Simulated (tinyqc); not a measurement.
Inside a calculation. Method: Hueckel theory of the pi electrons, for the molecule c1ccc2ccccc2c1 (SMILES; centres numbered as the heavy atoms are written). One step of it, computed by the program tinyqc.

Question. Energy, charges, bond orders. E = sum n x; q_r = z_r - P_rr; bond order p = P_rs; free valence = sqrt(3) - sum of p over the bonds of the atom.

x values: 2.302776  1.618034  1.302776  1.000000  0.618034  -0.618034  -1.000000  -1.302776  -1.618034  -2.302776

occupations: 2.000000  2.000000  2.000000  2.000000  2.000000  0.000000  0.000000  0.000000  0.000000  0.000000

charge and bond-order matrix P:
```
            1C         2C         3C         4C         5C         6C         7C         8C
1C    1.000000   0.603165   0.000000  -0.240883   0.000000   0.155952   0.000000  -0.169863
2C    0.603165   1.000000   0.724564   0.000000  -0.169863   0.000000   0.155952   0.000000
3C    0.000000   0.724564   1.000000   0.554700   0.000000  -0.169863   0.000000   0.084932
4C   -0.240883   0.000000   0.554700   1.000000   0.554700   0.000000  -0.240883   0.000000
5C    0.000000  -0.169863   0.000000   0.554700   1.000000   0.724564   0.000000  -0.362282
6C    0.155952   0.000000  -0.169863   0.000000   0.724564   1.000000   0.603165   0.000000
7C    0.000000   0.155952   0.000000  -0.240883   0.000000   0.603165   1.000000   0.724564
8C   -0.169863   0.000000   0.084932   0.000000  -0.362282   0.000000   0.724564   1.000000
9C    0.000000  -0.240883   0.000000   0.518233   0.000000  -0.240883   0.000000   0.554700
10C   0.724564   0.000000  -0.362282   0.000000   0.084932   0.000000  -0.169863   0.000000

            9C        10C
1C    0.000000   0.724564
2C   -0.240883   0.000000
3C    0.000000  -0.362282
4C    0.518233   0.000000
5C    0.000000   0.084932
6C   -0.240883   0.000000
7C    0.000000  -0.169863
8C    0.554700   0.000000
9C    1.000000   0.554700
10C   0.554700   1.000000
```

Centres:

| centre | z_r, pi electrons of the neutral centre | h |
|---|---|---|
| 1C | 1 | 0.000000 |
| 2C | 1 | 0.000000 |
| 3C | 1 | 0.000000 |
| 4C | 1 | 0.000000 |
| 5C | 1 | 0.000000 |
| 6C | 1 | 0.000000 |
| 7C | 1 | 0.000000 |
| 8C | 1 | 0.000000 |
| 9C | 1 | 0.000000 |
| 10C | 1 | 0.000000 |

Bonds:

| i | j | k |
|---|---|---|
| 1 | 2 | 1 |
| 2 | 3 | 1 |
| 3 | 4 | 1 |
| 4 | 5 | 1 |
| 5 | 6 | 1 |
| 6 | 7 | 1 |
| 7 | 8 | 1 |
| 8 | 9 | 1 |
| 9 | 10 | 1 |
| 10 | 1 | 1 |
| 9 | 4 | 1 |

Give: pi energy = 10 alpha + this times beta; pi charges; Bond orders and lengths from R = 1.517 - 0.180 p; free valence of the carbons; gap between the highest filled and the next level.

Answer.

pi energy = 10 alpha + this times beta = 13.6832

pi charges: 1C 0.0000, 2C 0.0000, 3C 0.0000, 4C 0.0000, 5C 0.0000, 6C 0.0000, 7C 0.0000, 8C 0.0000, 9C 0.0000, 10C 0.0000

Bond orders and lengths from R = 1.517 - 0.180 p (angstrom, C-C alone):

| bond | p | R |
|---|---|---|
| 1-2 | 0.6032 | 1.4084 |
| 2-3 | 0.7246 | 1.3866 |
| 3-4 | 0.5547 | 1.4172 |
| 4-5 | 0.5547 | 1.4172 |
| 5-6 | 0.7246 | 1.3866 |
| 6-7 | 0.6032 | 1.4084 |
| 7-8 | 0.7246 | 1.3866 |
| 8-9 | 0.5547 | 1.4172 |
| 9-10 | 0.5547 | 1.4172 |
| 10-1 | 0.7246 | 1.3866 |
| 9-4 | 0.5182 | 1.4237 |

free valence of the carbons: 1C 0.4043, 2C 0.4043, 3C 0.4528, 4C 0.1044, 5C 0.4528, 6C 0.4043, 7C 0.4043, 8C 0.4528, 9C 0.1044, 10C 0.4528

gap between the highest filled and the next level = 1.2361 |beta|
